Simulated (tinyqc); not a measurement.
## Film and buried-oxide thickness from two coupling ratios

Problem. In a depleted film -dVT/dVb is k1 = Cs Cbox/(Cox (Cs + Cbox)) for a front channel and k2 = Cbox (Cox + Cs)/(Cox Cs) for a back channel, with Cox = eps0 eox/tox, Cs = eps0 eps_r/ts, Cbox = 3.9 eps0/tb. Find ts and tb.

Values chosen for this exercise; band and dielectric values those of a made-up semiconductor:
- eps_r = 12.4 (relative permittivity)
- eox = 21.5 (relative permittivity of the gate insulator (close to hafnium oxide))
- tox = 4.2 nm (insulator thickness)

coupling ratios for a front and a back channel: [0.045266266, 0.25660754]

Answer. With y = Cox/Cs and z = Cox/Cbox, 1/k1 = y + z and k2 = (1 + y)/z, so y = (k2/k1 - 1)/(1 + k2); the thicknesses follow from y and z.

ts = 9.000 nm
tb = 14.00 nm

tinyqc, about 0.4 s, one thread, Intel Xeon 2.30GHz (shared host): `OMP_NUM_THREADS=1 python tinyqc.py 2190067 2190068 out.jsonl`
